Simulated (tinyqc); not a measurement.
p-n heterojunction, non-linear Poisson equation by Newton steps, Fermi-Dirac statistics: two steps of the calculation.

One dimension, material 1 (p-type) at x < 0 and material 2 (n-type) at x > 0. Band edges: Ec = -psi in material 1 and -psi + dEc in material 2, Ev = Ec - Eg. Flat quasi-Fermi levels: 0 for holes, +V for electrons. n = Nc F((EFn - Ec)/Vt), p = Nv F((Ev - EFp)/Vt), with F(eta) = F_1/2(eta) = (2/sqrt(pi)) int_0^infinity sqrt(u) du/(1 + exp(u - eta)) (Fermi-Dirac statistics); full ionisation, no interface charge, classical densities; the doping types are chosen for the exercise.

Parameters, values chosen for the exercise; band and dielectric values those of a made-up pair:
- T = 250 K (temperature)
- Eg1 = 1.42 eV (band gap of material 1)
- Nc1 = 4.34e17 cm^-3 (conduction-band density of states of material 1)
- Nv1 = 9.36e18 cm^-3 (valence-band density of states of material 1)
- Eg2 = 0.668 eV (band gap of material 2)
- Nc2 = 1.59e17 cm^-3 (conduction-band density of states of material 2)
- Nv2 = 5.87e18 cm^-3 (valence-band density of states of material 2)
- dEc = -0.24 eV (conduction-band offset Ec2 - Ec1)
- N1 = 9.4e17 cm^-3 (acceptor density of material 1)
- N2 = 9.4e15 cm^-3 (donor density of material 2)
- V = 0 V (bias of side 1 against side 2)

Constants: q = 1.602176634e-19 C, kB = 1.380649e-23 J/K, Vt = kB T/q. Results are converted to the units shown.

Problem 1. Offsets and end potentials. dEv = Ev1 - Ev2 = Eg2 - Eg1 - dEc. Neutrality of the majority carriers far from the junction: Nv1 F((-psi_L - Eg1)/Vt) = N1 and Nc2 F((V + psi_R - dEc)/Vt) = N2. Total bending psi_R - psi_L.

Find: dEv; psi_L; psi_R; psi_R - psi_L.

Solution 1.

dEv = -0.51200 eV
psi_L = -1.3713 V
psi_R = -0.30048 V
psi_R - psi_L = 1.0708 V

The alignment is straddling (type I): dEc and dEv have the same sign.

Problem 2. Band edges, densities and displacement. Ec, Ev, n and p as defined; D = a_k (psi_(k+1) - psi_k) on the interval that holds the interface.

```
node  x (nm)  converged psi (V)  material
0      -63.1         -1.3712504         1
1      -41.2         -1.3709320         1
2      -26.2         -1.3649122         1
3        -16         -1.3136199         1
4      -9.06         -1.1970156         1
5      -4.33         -1.0767343         1
6       -1.1         -0.9755830         1
7        1.1         -0.9045633         2
8       6.46         -0.8523909         2
9       19.5         -0.7945264         2
10      51.3         -0.6901893         2
11       129         -0.4886311         2
12       317         -0.3065276         2
13       777         -0.3004788         2
```

coupling a_i, interval 0 to 12 (F/cm^2): [4.6494594e-7, 6.7882107e-7, 9.9826627e-7, 1.4671925e-6, 2.1527095e-6, 3.1524198e-6, 5.0656475e-6, 2.2961420e-6, 9.4381296e-7, 3.8702267e-7, 1.5839538e-7, 6.5464474e-8, 2.6755046e-8]

Wanted: Ec; Ev; n; p; D.

Solution 2.

```
node  Ec (eV)  Ev (eV)  n (cm^-3)  p (cm^-3)
0        1.37   -0.049   9.87e-11    9.40e17
1        1.37   -0.049   1.00e-10    9.27e17
2        1.36   -0.055   1.32e-10    7.07e17
3        1.31   -0.106    1.43e-9    6.69e16
4        1.20   -0.223    3.21e-7    2.99e14
5        1.08   -0.343    8.54e-5    1.13e12
6        0.98   -0.444    0.00935    1.03e10
7        0.66   -0.003     6.37e3    3.95e18
8        0.61   -0.056     7.18e4    4.33e17
9        0.55   -0.113     1.05e6    3.02e16
10       0.45   -0.218     1.34e8    2.39e14
11       0.25   -0.419    1.55e12    2.06e10
12       0.07   -0.601    7.13e15     4.40e6
13       0.06   -0.608    9.40e15     3.32e6
```

D = 360 nC/cm^2

Numbers from tinyqc (`OMP_NUM_THREADS=1 python tinyqc.py 2040157 2040158 out.jsonl`; about 0.2 s on one thread of a shared Intel Xeon 2.30GHz).
